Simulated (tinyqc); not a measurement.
Length of a molecular wire: coherent transport through a tight-binding bridge. Computed by the program tinyqc. T = Gamma_L Gamma_R |G_1n|^2 with the self-energies of semi-infinite chains.

A uniform bridge between two chains:
```
parameter                        value
site energy (eV)              1.850000
hopping in the bridge (eV)    0.570000
lead hopping (eV)             1.520000
couplings (eV)              0.76, 0.47
E (eV)                        0.040000
```

Transmission against length:
```
sites           T      ln T
2      7.6614e-03   -4.8716
3      9.6108e-04   -6.9475
4      1.2075e-04   -9.0218
5      1.5173e-05  -11.0960
6      1.9067e-06  -13.1701
7      2.3960e-07  -15.2443
8      3.0109e-08  -17.3184
10     4.7546e-10  -21.4667
```

Estimate the missing row, sites = 9.

Computed row:
```
sites           T      ln T
9      3.7836e-09  -19.3926
```

E lies outside the band of the bridge (|E - e|/2h = 1.588 > 1), so T decays as exp(-beta n) with beta = 2 arccosh(1.588) = 2.0741 a site; the last two rows give 2.0741.
